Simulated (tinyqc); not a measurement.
Binary melting diagram from solution models of liquid and solid: one step, computed by the program tinyqc.

x is the fraction of B. In a phase with interaction L: mu_A = G_A + R T ln(1 - x) + L x^2, mu_B = G_B + R T ln x + L (1 - x)^2. Melting: G(liquid) - G(solid) = H (1 - T/T_m) for each pure component.

Question. Tie line by Newton steps. Equal potentials: F_A = dG_A + R T ln[(1 - xl)/(1 - xs)] + L_L xl^2 - L_S xs^2 = 0, F_B = dG_B + R T ln(xl/xs) + L_L (1 - xl)^2 - L_S (1 - xs)^2 = 0. Newton steps from the ideal values with the exact Jacobian, halved if x would leave (0, 1); stop below 1e-12, residuals under 1e-7 shown as 0.

Inputs (values chosen for the exercise, for a model alloy):
```
quantity                value    unit
melting point T_A        1620       K
melting point T_B        1325       K
heat of melting H_A      17.3  kJ/mol
heat of melting H_B      15.2  kJ/mol
liquid interaction L_L    1.4  kJ/mol
solid interaction L_S    0.21  kJ/mol
```

Diagram: complete solid solution (lens).

T = 1558.05 K

Constants: R = 8.314462618 J/(mol K).

Give: Iteration; liquidus xl; solidus xs.

Answer.

Iteration:
```
step      xl      xs  F_A (kJ/mol)  F_B (kJ/mol)
1     0.2193  0.1784     6.067e-02     7.114e-01
2     0.2787  0.2350    -2.995e-03     1.407e-01
3     0.2901  0.2468     7.777e-05     5.459e-03
4     0.2906  0.2474             0     9.622e-06
5     0.2906  0.2474             0             0
6     0.2906  0.2474             0             0
```

liquidus xl = 0.2906

solidus xs = 0.2474
